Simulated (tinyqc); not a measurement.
Inside a calculation: band edges of strained Si(1-x)Ge(x) on relaxed Si(1-y)Ge(y). Values are carried at full precision from step to step, so a last printed digit may differ when a step is redone from the rounded ones.

Values are linear in the Ge fraction but for ED(x) = linear - CD x (1 - x) and a(x) = linear - Ca x (1 - x). Energies are on the common scale of Ev.

Parameters, chosen for this exercise (end members near Si and Ge, in this order; shifted at random, so the results belong to these values and not to a real crystal): a = (5.433, 5.652) angstrom (lattice constant); Dso = (0.044, 0.287) eV (spin-orbit splitting); av = (2.47, 1.22) eV (valence hydrostatic potential); b = (-2.12, -2.54) eV (tetragonal shear potential); d = (-4.86, -5.23) eV (trigonal shear potential); C11 = (167.9, 127.1) GPa; C12 = (63.4, 48.1) GPa; C44 = (80.6, 66.1) GPa; Ev = (0, 0.7) eV (top of the unstrained valence band); ED = (1.174, 0.918) eV (gap to the Delta valleys); EL = (1.986, 0.74) eV (gap to the L valleys); aD = (1.64, 1.22) eV (hydrostatic potential of the Delta gap); aL = (-2.82, -2.58) eV (hydrostatic potential of the L gap); XuD = (9.37, 9.39) eV (uniaxial potential, Delta); XuL = (16.58, 15.3) eV (uniaxial potential, L); CD = 0.209 eV (bowing of the Delta gap); Ca = 0 angstrom (bowing of the lattice constant); x = 1 (Ge fraction of the layer); y = 0.6 (Ge fraction of the relaxed buffer); face = 001 (growth face).

## Values of the layer and the buffer

Interpolate at x and at y.

Interpolated values (a in angstrom, C11, C12, C44 in GPa, all else in eV):

| symbol | layer | buffer |
|---|---|---|
| a | 5.6520 | 5.5644 |
| Dso | 0.2870 | 0.1898 |
| av | 1.2200 | 1.7200 |
| b | -2.5400 | -2.3720 |
| d | -5.2300 | -5.0820 |
| C11 | 127.1000 | 143.4200 |
| C12 | 48.1000 | 54.2200 |
| C44 | 66.1000 | 71.9000 |
| Ev | 0.7000 | 0.4200 |
| ED | 0.9180 | 0.9702 |
| EL | 0.7400 | 1.2384 |
| aD | 1.2200 | 1.3880 |
| aL | -2.5800 | -2.6760 |
| XuD | 9.3900 | 9.3820 |
| XuL | 15.3000 | 15.8120 |

## Strain of the layer on a (001) buffer

Coherent growth on a (001) face: e_par = (a(y) - a(x))/a(x), e_perp = -2 (C12/C11) e_par; exx = eyy = e_par, ezz = e_perp, no shear.

Use the elastic constants of the layer.

e_par = -0.015499
e_perp = 0.011731

strain tensor in the cubic axes:
```
           x          y         z
x  -0.015499   0.000000  0.000000
y   0.000000  -0.015499  0.000000
z   0.000000   0.000000  0.011731
```

The layer is under compression in the plane; its volume changes by -1.927 %.

## Conduction valleys of the layer

A valley with unit axis u lies at Ev + gap + (av + a_valley) tr(e) + Xu (u.e.u - tr(e)/3); the Delta axes are x, y, z and the L axes [111], [1-1-1], [-11-1], [-1-11]. The second-order shift of the Delta valleys under shear is left out; it lowers the pair normal to the sheared plane by tens of meV at a shear of 1 %.

Give the hydrostatic shifts, the uniaxial shifts and the edges.

hydrostatic shifts of Delta and L (eV): -0.0470  0.0262

uniaxial shifts (eV): Delta x -0.0852, Delta y -0.0852, Delta z 0.1705, L [111] 0.0000, L [1-1-1] 0.0000, L [-11-1] 0.0000, L [-1-11] 0.0000

valley edges (eV): Delta x 1.4858, Delta y 1.4858, Delta z 1.7414, L [111] 1.4662, L [1-1-1] 1.4662, L [-11-1] 1.4662, L [-1-11] 1.4662

The lowest set is L4 (the digit counts whole valleys) at 1.4662 eV; the Delta valleys spread over 256 meV and the L valleys over 0 meV. The lowest Delta and L edges are only 20 meV apart, within the spread of parameter sets.

## Valence edges of the layer

Valence edges: Ev plus the levels of the 6 x 6 matrix of X, Y, Z times spin with -Dso/3 + l exx + m (eyy + ezz) on the diagonal (cyclic), n exy off it, l = av + 2 b, m = av - b, n = sqrt(3) d. Spin-orbit term (Dso/3) L.sigma on X, Y, Z with (L_k)_ij = -i epsilon_kij: <X+|H|Y+> = -i Dso/3, <X+|H|Z-> = Dso/3, <Y+|H|Z-> = -i Dso/3, <Z+|H|X-> = -Dso/3, <Z+|H|Y-> = i Dso/3, <X-|H|Y-> = i Dso/3, and their conjugates; + and - are the spin along z.

Give the strain block and the three twofold edges.

strain block (eV), lower triangle:
```
        X       Y        Z
X  0.0457
Y       0  0.0457
Z       0       0  -0.1618
```

edges from the top (eV): 0.7457  0.6448  0.3520

The top two edges are split by 101 meV.

## Gap and offsets against the buffer

Buffer: Ev(y) and Ec = Ev(y) + min(ED, EL). dEc = Ec(buffer) - Ec(layer), dEv = Ev(layer) - Ev(buffer); positive values confine the carrier in the layer; type I if both have one sign.

gap of the strained layer = 0.7205 eV
gap of the buffer = 0.9702 eV
dEc = -0.0760 eV
dEv = 0.3257 eV

Type II: electrons collect in the buffer (76 meV) and holes in the layer (326 meV). The relaxed layer would have a gap of 0.740 eV, so strain has moved it by -19 meV.

## Checks

- Mean of the three Delta edges against the hydrostatic shift alone (eV): both 1.57099.

Program tinyqc; command `OMP_NUM_THREADS=1 python tinyqc.py 1051529 1051530 out.jsonl`; about 0.01 s on one thread of a shared Intel(R) Xeon(R) Processor @ 2.30GHz.
